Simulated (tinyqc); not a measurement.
# Changing the particle radius R

Model: a particle near a wafer in liquid: double-layer and van der Waals forces (DLVO), deposition barrier and removal. Computed by tinyqc, a small Python program. Command: `OMP_NUM_THREADS=1 python tinyqc.py 3112220 3112221 out.jsonl dlvo sweep`. One thread of a shared host (Intel(R) Xeon(R) Processor @ 2.30GHz), about 0.01 s of CPU time with the checks.

Sphere and flat wall, Derjaguin approximation, constant potentials in the linear-superposition form, no retardation and no hydration force.

Inputs (values chosen for the exercise, of the order of those for silica on copper in water): Hamaker constant A = 3.2e-20 J; potential of the particle psi_1 = 33 mV; potential of the wafer psi_2 = -57 mV; salt concentration c = 0.00031 mol/L; valence z of the symmetric salt = 2; temperature T = 293 K; dielectric constant of the liquid = 80.2; contact distance h0 = 0.4 nm; contact radius over R = 0.13; viscosity = 0.65 mPa s.

Constants: e = 1.602176634e-19 C; N_A = 6.02214076e+23 1/mol; eps_0 = 8.8541878128e-12 F/m; k_B = 1.380649e-23 J/K; k_B = 8.617333262e-05 eV/K.

Method. kappa^2 = 2 z^2 e^2 N_A (1000 c)/(eps eps_0 k_B T); gamma_i = tanh(z e psi_i/(4 k_B T)); Z = 64 pi eps eps_0 (k_B T/(z e))^2 gamma_1 gamma_2. Adhesion F_a = A R/(6 h0^2) [1 + a^2/(R h0)] - kappa Z R exp(-kappa h0), a the contact radius. Drag in a shear flow F_d = 1.7 x 6 pi mu R^2 G, acting at 1.4 R; rolling starts when 1.4 R F_d = a F_a. Wall shear stress = mu G.

One run for each value:
```
particle radius R (nm)  wall shear stress for rolling (Pa)  net adhesion F_a (pN)     kappa R
5                                                    24076             2.0771e+02  5.7762e-01
11                                                   13170             5.4992e+02  1.2708e+00
22                                                    8625             1.4407e+03  2.5415e+00
47                                                    6208             4.7326e+03  5.4297e+00
100                                                   5081             1.7533e+04  1.1552e+01
210                                                   4557             6.9353e+04  2.4260e+01
450                                                   4303             3.0071e+05  5.1986e+01
950                                                   4186             1.3038e+06  1.0975e+02
2000                                                  4131             5.7023e+06  2.3105e+02
```

What does the table show, and why?

Over the rows, wall shear stress for rolling (Pa) falls from 24100 to 4130 (exponent d ln y / d ln x -0.77 between the first rows and -0.018 between the last); net adhesion F_a (pN) rises from 208 to 5.70e6 (exponent d ln y / d ln x 1.2 between the first rows and 2.0 between the last); kappa R rises from 0.578 to 231 (exponent d ln y / d ln x about 1.0 throughout). At the high end the exponent of wall shear stress for rolling is -0.02, close to 0: the flattened contact adds adhesion as R^2. The smallest particle needs 5.83 times the shear stress of the largest.

Caution (rows 5.00, 11.0, 22.0): kappa R is not large, so the Derjaguin approximation is only rough at gaps of the order of the Debye length.

Extremes, crossings and ranges named in words are read from the listed rows.
